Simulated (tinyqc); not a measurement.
Input admittance of a MOSFET at zero drain bias: distributed channel and distributed gate: input impedance against frequency.

Source and drain grounded, strong inversion, w = 2 pi f, Cox = eps0 eox/tox. The channel is an RC line of resistance 1/(mu Cox Vo) per square fed from both ends, so one finger has the intrinsic admittance y = i w Cox L tanh(g)/g per width, g = (1/2) sqrt(i w tau), tau = L^2/(mu Vo). The vertical resistance rv/L is in series with y, the overlaps 2 i w Cov in parallel: y_t = 1/(1/y + rv/L) + 2 i w Cov. The gate strip is a line of Rsh/L per length loaded by y_t, so a finger has Y = y_t Wf tanh(k)/k, k = (Wf/sd) sqrt(y_t Rsh/L); the device has Nf Y.

Low-frequency limits, with c = Cox L and ct = c + 2 Cov: R_strip = Rsh Wf/(3 sd^2 L Nf), R_ch = (c/ct)^2 L/(12 mu Cox Vo Wf Nf), R_vert = (c/ct)^2 rv/(L Wf Nf), C = ct Wf Nf. Z = 1/(Nf Y) = R + 1/(i w C), Q = |Im Z|/R, far-point signal |1/cosh k|.

Values chosen for this exercise; values of the order met in silicon radio-frequency transistors: relative permittivity of the gate insulator (close to silicon dioxide) eox = 3.9; insulator thickness tox = 4.3 nm; channel length L = 1 um; finger width Wf = 13 um; number of fingers Nf = 8; channel mobility mu = 420 cm^2/(V s); gate overdrive Vo = 0.64 V; sheet resistance of the gate Rsh = 6.3 ohm/square; vertical resistivity of the gate stack rv = 0 ohm um^2; number of ends at which a finger is contacted sd = 1; overlap and fringe capacitance on each side Cov = 0.22 fF/um.

Constants: eps0 = 8.8541878128e-14 F/cm where lengths are in cm. Results are converted to the units shown.

The same in every row: low-frequency R (ohm) = 6.749.

Input impedance against frequency:
```
f (GHz)     w tau      |k|  R (ohm)  C (fF)       Q  signal at the far point
0.03     0.007012  0.04123    6.749   880.9   892.3                    1.000
0.08      0.01870  0.06733    6.749   880.9   334.6                    1.000
0.2       0.04675   0.1065    6.749   880.9   133.8                    1.000
0.6        0.1402   0.1844    6.749   880.9   44.62                   0.9997
2          0.4675   0.3365    6.747   880.4   13.40                   0.9969
4          0.9350   0.4751    6.742   878.7   6.716                   0.9877
10          2.337   0.7433    6.710   867.3   2.735                   0.9314
30          7.012    1.187    6.497   786.2   1.039                   0.6941
90          21.04    1.572    5.767   515.0  0.5955                   0.4703
```

Read the table: what changes, and by how much?

R falls from 6.75 to 5.77 ohm and C falls from 881 to 515 fF. Q goes as f^(-1.00) between the first two rows and f^(-0.51) between the last two, where w tau = 21.0 and |k| = 1.57. The low-frequency limits hold both R and C within 5 % up to f = 10 GHz among the rows.

Numbers from tinyqc (`OMP_NUM_THREADS=1 python tinyqc.py 2262176 2262177 out.jsonl`; about 0.01 s on one thread of a shared Intel Xeon 2.30GHz).
